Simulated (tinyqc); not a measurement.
The weight eta from points of equal mobility.

Question. If the mobility depends on E = q (Ndep + eta Ns)/(eps0 eps_r) alone, two points of equal mobility on its falling branch have equal E. Find eta and E.

Values chosen for this exercise:

| symbol | value | unit | meaning |
|---|---|---|---|
| eps_r | 11.5 |  | relative permittivity of the semiconductor |

Constants: q = 1.602176634e-19 C, eps0 = 8.8541878128e-14 F/cm where lengths are in cm. Results are converted to the units shown.

Ndep at two body biases (cm^-2): 1.2337833e12  2.0473026e12
Ns at which the mobility is the same (cm^-2): 6.9e12  4.5756591e12

Answer. eta is the ratio of the differences of Ndep and Ns.

eta = 0.3500
E = 0.5741 MV/cm

Numbers from tinyqc (`OMP_NUM_THREADS=1 python tinyqc.py 2510154 2510155 out.jsonl`; about 0.01 s on one thread of a shared Intel Xeon 2.30GHz).
